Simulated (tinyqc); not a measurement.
Optical constants across the spectrum: Lorentz oscillators and the Kramers-Kronig relations.

eps(E) = 1 + sum_j S_j/(E0_j^2 - E^2 - i G_j E).

n + i k = sqrt(eps1 + i eps2) with k >= 0; R = ((n - 1)^2 + k^2)/((n + 1)^2 + k^2) at normal incidence from vacuum; alpha = 2 E k/(hbar c), times 1e8 for 1/cm; loss function Im(-1/eps) = eps2/(eps1^2 + eps2^2).

Constants: hbar c = 1973.269805 eV angstrom.

Inputs chosen for the exercise: E0 = (3.41, 5.38) eV (resonances); G = (0.21, 1.18) eV (widths); S = (33.6, 64.5) eV^2 (strengths).

Spectrum:

| E (eV) | eps1 | eps2 | n | k | R | loss |
|---|---|---|---|---|---|---|
| 0.81 | 6.339 | 0.124 | 2.518 | 0.025 | 0.186 | 0.003 |
| 1.91 | 7.730 | 0.436 | 2.781 | 0.078 | 0.222 | 0.007 |
| 3.01 | 16.480 | 3.598 | 4.083 | 0.441 | 0.373 | 0.013 |
| 4.11 | -0.610 | 2.873 | 1.079 | 1.332 | 0.292 | 0.333 |
| 6.31 | -4.228 | 2.822 | 0.654 | 2.158 | 0.646 | 0.109 |
| 7.41 | -2.007 | 0.779 | 0.270 | 1.442 | 0.707 | 0.168 |
| 8.51 | -0.961 | 0.342 | 0.172 | 0.995 | 0.709 | 0.329 |
| 9.61 | -0.402 | 0.187 | 0.144 | 0.650 | 0.668 | 0.952 |
| 10.71 | -0.062 | 0.116 | 0.186 | 0.311 | 0.505 | 6.722 |
| 11.81 | 0.163 | 0.078 | 0.414 | 0.094 | 0.175 | 2.382 |
| 12.91 | 0.321 | 0.055 | 0.568 | 0.048 | 0.077 | 0.519 |

Give the missing row, E (eV) = 5.21.

Computed row:
```
E (eV)   eps1   eps2      n      k      R   loss
5.21    1.675  9.815  2.412  2.035  0.389  0.099
```

Among the energies listed the largest values are at (eV): eps2 5.21; n 3.01; k 6.31; R 8.51; loss 10.71. eps1 crosses zero at 3.42, 4.17, 5.32 and 10.97 eV; the last crossing is upward and marks the plasmon, against sqrt(sum S) = 9.90 eV for free electrons.

(tinyqc, `OMP_NUM_THREADS=1 python tinyqc.py 1650866 1650867 out.jsonl`, Intel(R) Xeon(R) Processor @ 2.30GHz, 1 thread, shared host, about 0.2 s.)
